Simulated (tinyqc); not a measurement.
Power iteration on a symmetric matrix, step by step. One step of it, computed by the program tinyqc.

Question. Step 1. w = (A - shift) v; v' = w/|w| with its largest component positive (the first on a tie); lambda = v'^T A v'.

A, lower triangle:
```
           1         2          3         4
1   0.062000
2  -0.043000  0.065000
3   0.129000  0.028000   0.587000
4   0.051000  0.024000  -0.042000  1.718000
```

vector v at the start: 0.500000  0.500000  0.500000  0.500000

shift = 1.580000

Give: vector after step 1; Rayleigh quotient after step 1.

Answer.

vector after step 1: 0.619  0.675  0.394  -0.077

Rayleigh quotient after step 1 = 0.191
